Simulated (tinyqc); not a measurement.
# Resistance of a source-drain extension with a graded tip: effects of single changes

y runs along the channel, the gate covers y > 0. The doping is N0 for y < y0 and N0 10^(-(y - y0)/la) beyond, uniform over the depth xj. Sheet conductance s(y) = q mu(N) max(N - Nch, 0) xj + (for y > 0) ma Cox Vo, with mu(N) = u0 + (u1 - u0)/(1 + (N/Nr)^au) and Cox = eps0 eox/tox. Current is taken as one-dimensional; depletion of the tip, spreading and the contact are left out. The metallurgical junction lies at yj, where N = Nch.

Parameters, values chosen for the exercise; mobility law close to that of holes in silicon:
- eox = 22.1 (relative permittivity of the gate insulator (close to hafnium oxide))
- tox = 10 nm (insulator thickness)
- N0 = 1.4e20 cm^-3 (active doping of the extension far from the gate)
- la = 6.6 nm/decade (lateral abruptness)
- xj = 16 nm (depth of the extension)
- Nch = 1.5e18 cm^-3 (channel doping)
- Ls = 21 nm (spacer length)
- Vo = 0.44 V (gate overdrive)
- ma = 40 cm^2/(V s) (mobility of the gate-induced layer)
- u1 = 470.5 cm^2/(V s) (mobility at low doping)
- u0 = 44.9 cm^2/(V s) (mobility at high doping)
- Nr = 2.23e17 cm^-3 (reference doping)
- au = 0.719 (exponent)
- Lg = 40 nm (gate length)

Constants: q = 1.602176634e-19 C, eps0 = 8.8541878128e-14 F/cm where lengths are in cm. Results are converted to the units shown.

Each table varies one quantity; the others keep the values above.

## Abruptness at a fixed junction position

R_spacer = integral of dy/s from -Ls to 0, R_ov from 0 to yj, R_channel = (Lg - 2 yj)/(ma Cox Vo), R_total = 2 R_spacer + 2 R_ov + R_channel. Electrical length L_eff = ma Cox dR_total/d(1/Vo); R_series = R_total - L_eff/(ma Cox Vo). y0 is moved with la so that yj stays at 12.002 nm.

The same in every row: yj (nm) = 12.00; R_channel (ohm um) = 464.5.

Abruptness at a fixed junction position:
```
la (nm/decade)  R_spacer (ohm um)  R_ov (ohm um)  R_total (ohm um)  L_eff (nm)  R_series (ohm um)
1                           12.07          18.65             525.9       16.41              49.34
2.3                         12.07          34.10             556.8       16.94              64.85
3.6                         12.07          49.55             587.7       17.47              80.37
4.9                         12.07          65.01             618.6       18.00              95.88
6.1                         12.07          79.27             647.1       18.49              110.2
7.4                         12.80          94.03             678.1       19.02              125.9
8.7                         15.08          107.4             709.3       19.54              142.0
10                          18.93          119.3             741.0       20.05              158.9
```

What does the table show?

As la goes from 1 to 10 nm/decade, R_total rises from 526 to 741 ohm um, R_spacer rises from 12.1 to 18.9 ohm um and R_ov rises from 18.7 to 119 ohm um. R_total changes on average by 23.9 ohm um for each nm/decade. L_eff exceeds the metallurgical length by 0.417 nm in the first row and 4.05 nm in the last, since the gate also controls the lightly doped tips.

## Effect of the position under the gate where the fall begins

Same model as above.

Effect of the position under the gate where the fall begins:
```
y0 (nm)  yj (nm)  R_spacer (ohm um)  R_ov (ohm um)  R_channel (ohm um)  R_total (ohm um)  L_eff (nm)  R_series (ohm um)
-6         7.002              19.22          75.94               754.8             945.1       28.65              113.3
-4         9.002              14.51          81.25               638.7             830.2       24.68              113.5
-2         11.00              12.55          84.20               522.5             716.0       20.69              115.2
0          13.00              12.07          85.78               406.4             602.1       16.70              117.3
2          15.00              12.07          86.90               290.2             488.2       12.70              119.5
4          17.00              12.07          88.03               174.1             374.3       8.699              121.7
```

As y0 goes from -6 to 4, R_total falls from 945 to 374 ohm um, L_eff falls from 28.6 to 8.70 nm and R_series rises from 113 to 122 ohm um. More overlap also shortens the channel and adds capacitance, effects on threshold and speed that are left out.

Numbers from tinyqc (`OMP_NUM_THREADS=1 python tinyqc.py 2282060 2282061 out.jsonl`; about 0.04 s on one thread of a shared Intel Xeon 2.30GHz).
